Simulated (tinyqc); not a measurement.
## Narrowing from the saturation current

Question. A uniform n-type emitter has J0 = (q p0 D/L)(s + tanh(W/L))/(1 + s tanh(W/L)), D = mup Vt, s = S L/D, and p0 = (ni^2/N) exp(dE_app/kB T), where dE_app = dEg + kB T ln[(N/Nc) exp(-eta)]. Find p0, dE_app and dEg.

Inputs (values chosen for the exercise); band and dielectric values close to those of silicon:

| symbol | value | unit | meaning |
|---|---|---|---|
| T | 350 | K | temperature |
| Nc | 3.5e19 | cm^-3 | conduction-band density of states at 350 K |
| N | 1.5e20 | cm^-3 | ionised donor density |
| mup | 220 | cm^2/(V s) | minority-hole mobility |
| W | 710 | nm | emitter width |
| S | 2.2e6 | cm/s | recombination velocity at the contact |

Constants: q = 1.602176634e-19 C, kB = 1.380649e-23 J/K, Vt = kB T/q. Results are converted to the units shown.

J0 = 9.3712470e5 fA/cm^2
L = 350.49340 nm
ni = 3.4906649e11 cm^-3
converged eta = 2.8899240

Answer. J0 gives p0, its ratio to ni^2/N gives dE_app, and the degeneracy term is taken off.

p0 = 3.00e4 cm^-3
dE_app = 109 meV
dEg = 152 meV

tinyqc, about 0.01 s, one thread, Intel Xeon 2.30GHz (shared host): `OMP_NUM_THREADS=1 python tinyqc.py 2330168 2330169 out.jsonl`
